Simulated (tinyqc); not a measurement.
# Front-illuminated p-i-n photodiode, quantum efficiency and bandwidth: two studies

Light enters through a p layer (0 to xp), a depleted layer (xp to xp + wi) and a thick n substrate, decaying as exp(-al x); one pass, no back reflection. Carriers made in the depleted layer are all collected; those in the neutral layers diffuse.

Inputs (values chosen for the exercise); values close to those of silicon at this wavelength:
- lam = 1000 nm (wavelength)
- al = 63.1 1/cm (absorption coefficient)
- Rf = 0.02 (reflectance of the front face)
- eps_r = 12.2 (relative permittivity)
- xp = 0.19 um (thickness of the front p layer)
- wi = 60 um (thickness of the depleted layer)
- Dn = 11 cm^2/s (electron diffusion coefficient in the p layer)
- Ln = 6 um (electron diffusion length in the p layer)
- S = 2e6 cm/s (recombination velocity of the front surface)
- Lp = 9.5 um (hole diffusion length in the thick n substrate)
- ve = 1.01e7 cm/s (electron drift velocity)
- vh = 7.11e6 cm/s (hole drift velocity)
- dia = 21 um (diameter)
- RL = 50 ohm (load resistance)
- Cp = 5 fF (parasitic capacitance)

Constants: q = 1.602176634e-19 C, h = 6.62607015e-34 J s, c = 299792458 m/s, eps0 = 8.8541878128e-14 F/cm where lengths are in cm. Results are converted to the units shown.

Each table varies one quantity; the others keep the values above.

## Efficiency and bandwidth against the thickness of the depleted layer

k = al Ln, s = S Ln/Dn, e = exp(-al xp); front layer f1 = (k/(k^2 - 1)) {[s + k - e (s cosh(xp/Ln) + sinh(xp/Ln))]/[s sinh(xp/Ln) + cosh(xp/Ln)] - k e}; depleted layer f2 = e (1 - exp(-al wi)); substrate f3 = e exp(-al wi) al Lp/(1 + al Lp); external efficiency (1 - Rf)(f1 + f2 + f3); responsivity = efficiency q lam/(h c). Drift response for pairs made in the depleted layer, a = al wi, g = 1 - exp(-a), u = 2 pi i f, te = wi/ve, th = wi/vh: electrons He = [g - a (exp(-a) - exp(-u te))/(u te - a)]/(u te g), holes Hh = [g - a (1 - exp(-a - u th))/(a + u th)]/(u th g); C = eps0 eps_r pi (dia/2)^2/wi + Cp; total |He + Hh|/sqrt(1 + (2 pi f RL C)^2), for the current of the depleted layer alone. Limits are the frequencies at which each factor falls to 1/sqrt(2); inverse-square sum (f_transit^-2 + f_RC^-2)^(-1/2); the diffusion currents f1 and f3 are left out of the bandwidth.

Results:
columns A: wi (um); B: f2; C: f1 + f3; D: responsivity (A/W); E: transit limit (GHz); F: RC limit (GHz); G: 3 dB bandwidth (GHz); H: inverse-square sum (GHz); I: bandwidth x (1 - Rf) f2 (GHz)
```
A          B         C        D       E      F       G       H        I
7.5  0.04617   0.05461  0.07966   6.022  318.7   6.021   6.021   0.2724
13   0.07866   0.05277   0.1039   3.482  404.0   3.482   3.482   0.2684
21    0.1240   0.05021   0.1377   2.163  469.4   2.163   2.163   0.2627
60    0.3148   0.03942   0.2800  0.7686  566.0  0.7686  0.7686   0.2371
100   0.4674   0.03079   0.3938  0.4679  592.3  0.4679  0.4679   0.2143
170   0.6571   0.02006   0.5353  0.2815  609.8  0.2815  0.2815   0.1813
290   0.8386  0.009796   0.6706  0.1697  620.6  0.1697  0.1697   0.1395
480   0.9505  0.003466   0.7540  0.1045  626.8  0.1045  0.1045  0.09732
```

Estimate the missing row, wi = 36 um.

Computed row:
columns A: wi (um); B: f2; C: f1 + f3; D: responsivity (A/W); E: transit limit (GHz); F: RC limit (GHz); G: 3 dB bandwidth (GHz); H: inverse-square sum (GHz); I: bandwidth x (1 - Rf) f2 (GHz)
```
A        B        C       D      E      F      G      H       I
36  0.2030  0.04574  0.1966  1.269  527.1  1.269  1.269  0.2524
```

With this row back in the table: As wi goes from 7.5 to 480, the responsivity rises from 0.0797 to 0.754 A/W and the bandwidth falls from 6.02 to 0.104 GHz. The transit limit is the lower one in every row. Adding inverse squares of the two limits is within 0.0083 % of the full result. The product of bandwidth and fast efficiency falls from 0.272 to 0.0973 GHz. For wi = 7.5, 13, 21 the diffusion currents exceed 0.3 of the drift current; their own response times, left out, may then shape the whole response.

## Efficiency and bandwidth against the diameter

Same model as above.

The same in every row: f2 = 0.3148; f1 + f3 = 0.03942; responsivity (A/W) = 0.2800; transit limit (GHz) = 0.7686.

Result of one run:
```
dia (um)  RC limit (GHz)  3 dB bandwidth (GHz)  inverse-square sum (GHz)  bandwidth x (1 - Rf) f2 (GHz)
5                  632.2                0.7686                    0.7686                         0.2371
```

What becomes of these results when the diameter dia is changed from 5 to 50 um, all else the same?

Result of the changed run:
```
dia (um)  RC limit (GHz)  3 dB bandwidth (GHz)  inverse-square sum (GHz)  bandwidth x (1 - Rf) f2 (GHz)
50                 372.9                0.7686                    0.7686                         0.2371
```

The whole series:
```
dia (um)  RC limit (GHz)  3 dB bandwidth (GHz)  inverse-square sum (GHz)  bandwidth x (1 - Rf) f2 (GHz)
5                  632.2                0.7686                    0.7686                         0.2371
10                 619.1                0.7686                    0.7686                         0.2371
20                 571.9                0.7686                    0.7686                         0.2371
50                 372.9                0.7686                    0.7686                         0.2371
100                166.3                0.7685                    0.7686                         0.2371
200                51.71                0.7684                    0.7685                         0.2371
500                8.879                0.7644                    0.7657                         0.2358
1000               2.243                0.7127                    0.7271                         0.2199
```

As dia goes from 5 to 1000, the responsivity stays at 0.280 A/W and the bandwidth falls from 0.769 to 0.713 GHz. The transit limit is the lower one in every row. Adding inverse squares of the two limits is within 2.0 % of the full result.

Numbers from tinyqc (`OMP_NUM_THREADS=1 python tinyqc.py 2250031 2250032 out.jsonl`; about 0.01 s on one thread of a shared Intel Xeon 2.30GHz).
